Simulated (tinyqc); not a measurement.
Froehlich polaron in a polar crystal: one step, computed by the program tinyqc.

One electron in a parabolic band of mass m*, coupled to dispersionless LO phonons in the continuum model. Energies are in units of hbar omega unless marked, wave numbers in k_0 = sqrt(2 m* omega/hbar).

Problem. Coupling constant and length scale. 1/eps* = 1/eps_inf - 1/eps_s; k_0 = sqrt(2 m* omega/hbar) = sqrt(m* hbar omega / (hbar^2/(2 m_0))) with m* in m_0; alpha = (e^2/(4 pi eps_0)) k_0/(2 eps* hbar omega); polaron length 1/k_0.

Inputs (values chosen for the exercise, for a model crystal):
```
quantity                           value  unit
band mass m*                      0.0766   m_0
LO phonon energy hbar omega          113   meV
eps_inf                             9.58     -
static dielectric constant eps_s    75.2     -
```

Constants: hbar^2/(2 m_0) = 3.80998212 eV angstrom^2; e^2/(4 pi eps_0) = 14.39964548 eV angstrom.

Give: eps*; k_0; coupling constant alpha; polaron length 1/k_0.

Solution.

eps* = 10.979

k_0 = 0.047664 1/angstrom

coupling constant alpha = 0.27662

polaron length 1/k_0 = 20.980 angstrom

Weak coupling: perturbation theory should serve.
